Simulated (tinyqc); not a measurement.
# Inputs raised by 10 %, one at a time

Model: size effects in the resistivity of thin metal films and interconnect lines. Computed by tinyqc, a small Python program. Command: `OMP_NUM_THREADS=1 python tinyqc.py 3020423 3020424 out.jsonl size sens`. One thread of a shared host (Intel(R) Xeon(R) Processor @ 2.30GHz), about 0.01 s of CPU time with the checks.

Electrons lose their drift at surfaces (a share 1 - p of the hits) and at grain boundaries (reflection R), besides bulk scattering. The line sits in a trench with a non-conducting liner on both walls and the bottom; the spacing equals the drawn width.

Inputs (values chosen for the exercise, modelled on cobalt):

| quantity | value | unit |
|---|---|---|
| bulk resistivity rho_b | 6.45 | microohm cm |
| bulk mean free path lambda | 11.5 | nm |
| specularity p | 0 | - |
| grain-boundary reflection R | 0.11 | - |
| drawn line width w | 11 | nm |
| grain size over metal width | 1.5 | - |
| aspect ratio (height over width) | 2.4 | - |
| liner thickness t | 2.1 | nm |
| line length | 280 | micrometre |
| permittivity of the dielectric k | 3 | - |

Geometry: line.

Constants: eps_0 = 8.8541878128e-12 F/m.

Method:
- Metal width w_m = w - 2t, height h_m = (aspect ratio) w - t, grain size D = (ratio) w_m.
- Mayadas-Shatzkes: alpha = (lambda/D) R/(1 - R); rho_b/rho = 1 - 3 alpha/2 + 3 alpha^2 - 3 alpha^3 ln(1 + 1/alpha).
- Fuchs-Sondheimer film: rho_b/rho = 1 - (3/(2 kappa))(1 - p) int_0^1 (s - s^3)(1 - exp(-kappa/s))/(1 - p exp(-kappa/s)) ds, f = rho/rho_b, kappa = thickness/lambda, 80 Gauss-Legendre points.
- Line: the excess of a film of thickness w_m and of a film of thickness h_m are added, rho/rho_b = 1 + (f(w_m) - 1) + (f(h_m) - 1), an estimate that holds best when both sides exceed lambda.
- Total: rho = rho_b [1 + surface excess + grain excess]; resistance per length rho/(w_m h_m); capacitance per length C = 2 k eps_0 (aspect ratio + 1/2), a parallel-plate estimate for two neighbours plus a fixed term for the planes above and below; delay 0.38 R C L^2; effective resistivity per drawn area.

Runs:

| input moved | from | to | resistivity rho (microohm cm) | resistance per length (ohm/micrometre) | RC delay (ps) | effective resistivity per drawn area (microohm cm) |
|---|---|---|---|---|---|---|
| base run | - | - | 14.126 | 854.89 | 3923.8 | 24.826 |
| bulk resistivity rho_b (microohm cm) | 6.45 | 7.095 | 15.539 | 940.38 | 4316.2 | 27.309 |
| grain-boundary reflection R | 0.11 | 0.121 | 14.271 | 863.63 | 3963.9 | 25.080 |
| drawn line width w (nm) | 11 | 12.1 | 13.121 | 616.52 | 2829.7 | 21.664 |
| grain size over metal width | 1.5 | 1.65 | 14.010 | 847.88 | 3891.7 | 24.623 |
| liner thickness t (nm) | 2.1 | 2.31 | 14.541 | 946.09 | 4342.4 | 27.474 |
| line length (micrometre) | 280 | 308 | 14.126 | 854.89 | 4747.8 | 24.826 |
| permittivity of the dielectric k | 3 | 3.3 | 14.126 | 854.89 | 4316.2 | 24.826 |

Exponents ln(y'/y) / ln(x'/x):

| input | resistivity rho | resistance per length | RC delay | effective resistivity per drawn area |
|---|---|---|---|---|
| bulk resistivity rho_b | 1.000 | 1.000 | 1.000 | 1.000 |
| grain-boundary reflection R | 0.107 | 0.107 | 0.107 | 0.107 |
| drawn line width w | -0.774 | -3.430 | -3.430 | -1.430 |
| grain size over metal width | -0.086 | -0.086 | -0.086 | -0.086 |
| liner thickness t | 0.304 | 1.064 | 1.064 | 1.064 |
| line length | 0.000 | 0.000 | 2.000 | 0.000 |
| permittivity of the dielectric k | 0.000 | 0.000 | 1.000 | 0.000 |

Which inputs matter most for each result?

Among the inputs moved here: resistivity rho answers most in size to bulk resistivity rho_b (exponent +1.000), next to drawn line width w (-0.774); its exponent is below 0.0005 for line length, permittivity of the dielectric k. Its exponent +1.000 in bulk resistivity rho_b: everything scales with rho_b at fixed lambda. Resistance per length answers most in size to drawn line width w (exponent -3.430), next to liner thickness t (+1.064); its exponent is below 0.0005 for line length, permittivity of the dielectric k. RC delay answers most in size to drawn line width w (exponent -3.430), next to line length (+2.000). Its exponent +2.000 in line length: a distributed RC line. Effective resistivity per drawn area answers most in size to drawn line width w (exponent -1.430), next to liner thickness t (+1.064); its exponent is below 0.0005 for line length, permittivity of the dielectric k.
